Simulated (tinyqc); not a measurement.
Transfer-length model of a contact: one step of the calculation.

A metal contact of length d and width W on a thin layer of the same width. The metal has no resistance, the sheet resistance under it equals Rsh, and current enters the layer at the front edge x = 0.

Problem. Contact resistivity. rc = Rsh Lt^2. Short cuts: Rsh A^2 (long contact, Lt = A) and Rc W d (short contact, even current).

Parameters, values chosen for the exercise: specific contact resistivity rc = 2.5e-8 ohm cm^2; contact length d = 0.56 um; contact width W = 1.3 um.

Rsh = 110.63206 ohm/sq
Rc = 12.602475 ohm
A = 0.14808743 um
converged Lt = 0.14793491 um

Find: rc; Rsh A^2; Rc W d.

Solution.

rc = 2.421e-8 ohm cm^2
Rsh A^2 = 2.426e-8 ohm cm^2
Rc W d = 9.175e-8 ohm cm^2

The extracted rc is 3.2 % below the value 2.5e-8 ohm cm^2 that made the data.

Computed by the program tinyqc: `OMP_NUM_THREADS=1 python tinyqc.py 2760072 2760073 out.jsonl`, one thread of a shared Intel Xeon 2.30GHz, about 0.01 s for the whole run.
